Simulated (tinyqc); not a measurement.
## FinFET, parasitic resistance, capacitance and delay: effect of the wire load

Nf fins under one contact; each has gated perimeter p = 2 Hf + Wf and cross-section A = Hf Wf; contact width Wc = Nf pf, stack height Hs = Hf. Contact length Lc = CPP - Lg - 2 Lsp, shared by two neighbouring gates. Source and drain sides are equal. The formulas are first-order estimates, not field solutions.

Epitaxy sheet resistance Rsh = re/te, transfer length LT = sqrt(rc/Rsh), contact Rc = [sqrt(rc Rsh)/Wc] coth(Lc/(2 LT)); extension of one fin Rx = rx Lsp/A. With N fins: gate Cg = Cinv p N Lg; per side, plate Cp = ks eps0 [Wc (Hs + Hc) - N A]/Lsp, top fringe Cf = (2/pi) ks eps0 Wc ln(1 + Lg/(2 Lsp)), overlap Co = Cinv p N Lov. One fin: I = p Q vx u/(1 + |u|^1.8)^(1/1.8), Q = Cinv n Vt ln(1 + exp((Vg' - VT + dl Vd')/(n Vt))), u = Vd' mu/(vx Lg), Vg' = Vgs - v, Vd' = Vds - 2 v, with the drop on each side v = Rc (sum of I) + Rx I. Ieff = [I(Vgs = Vdd, Vds = Vdd/2) + I(Vdd/2, Vdd)]/2, total currents. With Cs = Cp + Cf + Co, the load of an inverter of two such devices driving an equal one is CL = 2 (Cg + 2 Cs) + 4 Cs + Cw (own drains counted twice for the Miller effect); delay CL Vdd/(2 Ieff).

Parameters, values chosen for the exercise; values close to those of silicon logic devices: temperature T = 300 K; number of fins Nf = 3; fin height Hf = 60 nm; fin width Wf = 5 nm; fin pitch pf = 42 nm; contacted gate pitch CPP = 70 nm; gate length Lg = 14 nm; spacer length Lsp = 7 nm; relative permittivity of the spacer ks = 7; gate height above the channel stack Hc = 15 nm; contact resistivity rc = 2.6e-9 ohm cm^2; resistivity of the source-drain epitaxy re = 0.00039 ohm cm; current-carrying depth of the epitaxy te = 15 nm; resistivity of the extension rx = 0.00095 ohm cm; gate overlap Lov = 1.5 nm; inversion capacitance Cinv = 2.6 uF/cm^2; injection velocity vx = 8.9e6 cm/s; apparent mobility mu = 200 cm^2/(V s); threshold at zero drain voltage VT = 0.3 V; barrier lowering dl = 0.042 V/V; subthreshold factor n = 1.15; supply voltage Vdd = 0.7 V.

Constants: q = 1.602176634e-19 C, kB = 1.380649e-23 J/K, eps0 = 8.8541878128e-12 F/m, Vt = kB T/q. Results are converted to the units shown.

The same in every row: Rc (ohm) = 112.3; Rx/N (ohm) = 73.89; Ieff (uA) = 177.3.

Result of one run:

| Cw (fF) | CL (aF) | delay (ps) |
|---|---|---|
| 2 | 3023 | 5.967 |

What becomes of these results when the wire load Cw is changed from 2 to 0.43 fF, all else the same?

Result of the changed run:

| Cw (fF) | CL (aF) | delay (ps) |
|---|---|---|
| 0.43 | 1453 | 2.868 |

The whole series:

| Cw (fF) | CL (aF) | delay (ps) |
|---|---|---|
| 0.02 | 1043 | 2.059 |
| 0.043 | 1066 | 2.104 |
| 0.093 | 1116 | 2.203 |
| 0.2 | 1223 | 2.414 |
| 0.43 | 1453 | 2.868 |
| 0.93 | 1953 | 3.855 |
| 2 | 3023 | 5.967 |

As Cw goes from 0.02 to 2 fF, Ieff stays at 177 uA, CL rises from 1040 to 3020 aF and the delay rises from 2.06 to 5.97 ps.

Program tinyqc, `OMP_NUM_THREADS=1 python tinyqc.py 2170017 2170018 out.jsonl`; Intel Xeon 2.30GHz, shared host, one thread, about 0.03 s.
